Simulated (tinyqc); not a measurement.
Standing waves and exposure in a photoresist film, step by step. Values are carried at full precision from step to step, so a last printed digit may differ when a step is redone from the rounded ones.

Normal incidence from air. Unexposed resist: N1 = n1 + i k1 with k1 = (A + B) lam/(4 pi), lam in micrometres. r01 = (1 - N1)/(1 + N1), t01 = 2/(1 + N1). Below the resist lie the layer Na = na + i ka and the substrate Ns = ns + i ks: r12 = (r1a + ras x)/(1 + r1a ras x), x = exp(4 pi i Na da/lam), r1a = (N1 - Na)/(N1 + Na), ras = (Na - Ns)/(Na + Ns). With p = exp(2 pi i N1 d/lam), the field at depth z is E(z) = t01 [exp(2 pi i N1 z/lam) + r12 p^2 exp(-2 pi i N1 z/lam)]/(1 + r01 r12 p^2), the relative intensity I(z) = n1 |E(z)|^2 and the reflectance R = |(r01 + r12 p^2)/(1 + r01 r12 p^2)|^2.

Values chosen for the exercise (a resist on Si, indices near tabulated ones; the results hold for these values, not for the real material): lam = 193 nm (vacuum wavelength); n1 = 1.718 (resist index); A = 0.14 1/micrometre (bleachable absorption (Dill A)); B = 0.36 1/micrometre (fixed absorption (Dill B)); d = 224 nm (resist thickness); ns = 0.898 (substrate n); ks = 2.776 (substrate k); na = 1.827 (n of the bottom antireflection layer); ka = 0.327 (its k); da = 48 nm (its thickness); C = 0.014 cm^2/mJ (exposure rate (Dill C)); D = 20 mJ/cm^2 (incident dose); Ld = 15 nm (diffusion length of the post-exposure bake).

## Interface coefficients

Form N1, r01, t01 and r12.

N1 = 1.71800+0.00768i
r01 = -0.2642-0.0021i
t01 = 0.7358-0.0021i
r12 = -0.2427-0.1930i
|r12|^2 = 0.0962

Next to the bottom the intensity swings by a factor ((1 + |r12|)/(1 - |r12|))^2 = 3.61 between antinode and node; without the layer |r12|^2 would be 0.5713.

## Round trip and reflectance

Form p^2, the denominator and R; the period of the standing wave is lam/(2 n1).

p^2 = 0.8915-0.0679i
1 + r01 r12 p^2 = 1.0603+0.0416i
R = 0.2385
period = 56.17 nm

The film holds 3.99 periods.

## Intensity and exposure over the lowest period

Nine depths from d - period to d. Without bleaching during the exposure the share of unexposed compound is m = exp(-C D I).

Profile:

| z (nm) | I | m |
|---|---|---|
| 167.8 | 0.470 | 0.877 |
| 174.9 | 0.371 | 0.901 |
| 181.9 | 0.539 | 0.860 |
| 188.9 | 0.873 | 0.783 |
| 195.9 | 1.178 | 0.719 |
| 202.9 | 1.272 | 0.700 |
| 210.0 | 1.099 | 0.735 |
| 217.0 | 0.760 | 0.808 |
| 224.0 | 0.451 | 0.881 |

I runs from 0.371 to 1.272 on these points, so m runs from 0.700 to 0.901; the least exposed point listed lies 49.1 nm above the bottom.

## Smoothing by the bake

Gaussian diffusion of length Ld multiplies a cosine of period L by exp(-2 pi^2 Ld^2/L^2). Give that factor, and the Ld that leaves 10 %.

factor = 0.245
Ld for 10 % = 19.18 nm

## Checks

- R against the transfer-matrix product: both 0.23850.

Run: tinyqc, `OMP_NUM_THREADS=1 python tinyqc.py 1650955 1650956 out.jsonl`; Intel(R) Xeon(R) Processor @ 2.30GHz, one thread, shared host; about 0.01 s of CPU time with all checks.
